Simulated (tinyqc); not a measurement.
# Planar ballistic transistor, top-of-the-barrier model: effect of the valley degeneracy

At the top of the source barrier, states moving towards the drain are filled by the source (Fermi level 0) and states moving back by the drain (Fermi level -q Vd); nothing scatters. U is the shift of the band edge there, set by the capacitances CG, CD and CS (the total) and by the charge. Parabolic two-dimensional band; the source is grounded.

N0 = gv m kB T/(pi hbar^2), CG = eps0 eox/tox, vT = sqrt(2 kB T/(pi m)), CS = CG/aG, n0 = n at U = 0 and Vd = 0. eta1 = -(E0 + U)/Vt, eta2 = eta1 - Vd/Vt, n = (N0/2)[F_0(eta1) + F_0(eta2)], F_0(x) = ln(1 + exp x). U = UL + q (n - n0)/CS with UL = -(aG Vg + aD Vd), energies in eV. I = q (N0/2) vT [F_(1/2)(eta1) - F_(1/2)(eta2)] per width, F_(1/2)(x) = (2/sqrt(pi)) int_0^infinity u^(1/2)/(1 + exp(u - x)) du. CQ = (q/Vt) dn/d(eta1). E0 is held fixed.

Parameters, values chosen for the exercise; mass and valleys close to those of germanium:
```
symbol,value,unit,meaning
T,300,K,temperature
m,0.119,m0,effective mass
eox,3.9,,relative permittivity of the gate insulator
tox,2.4,nm,insulator thickness
aG,0.82,,gate control CG/CS
aD,0.047,,drain control CD/CS
E0,0.33,eV,band edge at the barrier top above the source Fermi level at zero bias
Vg,0.4,V,gate voltage
Vd,0.4,V,drain voltage
```

Constants: q = 1.602176634e-19 C, kB = 1.380649e-23 J/K, hbar = 1.054571817e-34 J s, m0 = 9.1093837015e-31 kg, Vt = kB T/q, eps0 = 8.8541878128e-14 F/cm where lengths are in cm. Results are converted to the units shown.

Effect of the valley degeneracy:
```
gv,eta1,n (cm^-2),I (uA/um),mean velocity I/(q n) (cm/s),CQ/CS
1,-0.4604,3.143e11,84.27,1.673e7,0.8781
2,-0.8994,4.386e11,115.2,1.639e7,1.313
3,-1.178,5.175e11,134.4,1.622e7,1.603
4,-1.383,5.754e11,148.5,1.611e7,1.821
6,-1.679,6.594e11,168.9,1.599e7,2.141
```

What does the table show?

As gv goes from 1 to 6, n rises from 3.14e11 to 6.59e11 cm^-2, the mean velocity falls from 1.67e7 to 1.60e7 cm/s and the current rises from 84.3 to 169 uA/um. CQ/CS goes from 0.88 to 2.1.

Program tinyqc, `OMP_NUM_THREADS=1 python tinyqc.py 2400068 2400069 out.jsonl`; Intel Xeon 2.30GHz, shared host, one thread, about 0.01 s.
